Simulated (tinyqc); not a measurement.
Single-domain magnet: Stoner-Wohlfarth switching, Neel-Arrhenius retention, LLG dynamics and spin torque: one step, computed by the program tinyqc.

The moment is uniform, with unit vector m; z is the easy axis. mu_0 = 1.25663706212e-6 T m/A, gamma = 1.76085963023e11 rad/(s T).

Question. Barrier in a tilted field. Energy over K_eff V: e(theta) = sin^2(theta) + 2 h cos(theta - psi) for m at the angle theta from +z and a field that points at psi from -z (it pulls m away from +z towards negative theta); h_sw = (cos^(2/3) psi + sin^(2/3) psi)^(-3/2). The metastable minimum and the saddle are the two roots of e'(theta) = sin(2 theta) - 2 h sin(theta - psi) on either side of theta_c = -arctan(tan^(1/3) psi).

Inputs (values chosen for the exercise, for a model magnet): temperature T = 358 K; field angle psi from the easy axis = 70 degrees; reversing field h = H/H_K = 0.15.

Shape: prolate spheroid, easy axis along it.

stability factor Delta = 117.8454

Give: switching field h_sw; minimum theta; saddle theta; barrier / (K_eff V); barrier / (k_B T).

Answer.

switching field h_sw = 0.57365

minimum theta = -8.5497 degrees

saddle theta = -86.575 degrees

barrier / (K_eff V) = 0.63950

barrier / (k_B T) = 75.362

The form (1 - h/h_sw)^n reproduces this barrier with n = 1.475; n is 2 for a field on the axis, and the approach to h_sw has the exponent 3/2 off the axis.
